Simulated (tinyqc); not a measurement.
Interface traps from C-V curves, high-low and Terman methods: an error in the doping read as traps.

MOS capacitor on an n-type substrate; psi is the band bending, negative in depletion; only majority carriers are counted. At the bending psi the Fermi level lies y = xi - psi below the conduction edge at the surface, xi = Vt ln(Nc/Nd). Dit(y) = D0 + D1 exp(-y/E1); traps fill up to the Fermi level, follow the bias and a slow signal, and do not follow a fast one. V is the gate voltage from flat band.

Cox = 3.9 eps0/EOT, LD = sqrt(eps0 eps_r Vt/(q Nd)), u = psi/Vt, Cd = (eps0 eps_r/(sqrt(2) LD)) |exp(u) - 1|/sqrt(exp(u) - u - 1). Ideal V0 = psi - sqrt(2) (eps0 eps_r Vt/LD) sqrt(exp(u) - u - 1)/Cox for psi < 0; the traps add dV = (q/Cox) times the integral of Dit from 0 to psi = (q/Cox) [D0 psi + D1 E1 exp(-xi/E1) (exp(psi/E1) - 1)]. 1/C_HF = 1/Cox + 1/Cd, 1/C_LF = 1/Cox + 1/(Cd + q Dit). The sample has Nd; the ideal curve is drawn with Nd (1 + e). At the true psi = -0.274 V the measured C_HF is matched to the ideal curve, which gives psi', and Dit = (Cox/q) [dV/dpsi' - 1 - Cd'(psi')/Cox], derivatives exact.

Values chosen for this exercise; band and dielectric values close to those of silicon:
- T = 200 K (temperature)
- eps_r = 11.9 (relative permittivity)
- Nc = 1.5e19 cm^-3 (conduction-band density of states at T)
- Nd = 4.3e17 cm^-3 (donor density)
- EOT = 17 nm (equivalent oxide thickness)
- D0 = 2.1e10 cm^-2 eV^-1 (trap density far from the band edge)
- D1 = 2.5e11 cm^-2 eV^-1 (band-tail density at the conduction edge)
- E1 = 0.14 eV (decay energy of the tail)

Constants: q = 1.602176634e-19 C, kB = 1.380649e-23 J/K, Vt = kB T/q, eps0 = 8.8541878128e-14 F/cm where lengths are in cm. Results are converted to the units shown.

The same in every row: true Dit (cm^-2 eV^-1) = 4.381e10.

An error in the doping read as traps:
```
e      psi' (V)  apparent Dit (cm^-2 eV^-1)
-0.15   -0.2355                    6.893e11
-0.1    -0.2483                    4.502e11
-0.05   -0.2612                    2.363e11
-0.02   -0.2689                    1.185e11
0       -0.2740                    4.381e10
0.02    -0.2791                   -2.792e10
0.05    -0.2868                   -1.304e11
0.1     -0.2997                   -2.888e11
0.15    -0.3125                   -4.333e11
```

The apparent Dit falls from 6.89e11 to -4.33e11 cm^-2 eV^-1, against the true 4.38e10. An error of +5 % in the doping shifts it by -1.74e11 cm^-2 eV^-1, 398 % of the true value, and a negative result appears where the assumed doping is too high.

Program tinyqc, `OMP_NUM_THREADS=1 python tinyqc.py 2030115 2030116 out.jsonl`; Intel Xeon 2.30GHz, shared host, one thread, about 0.01 s.
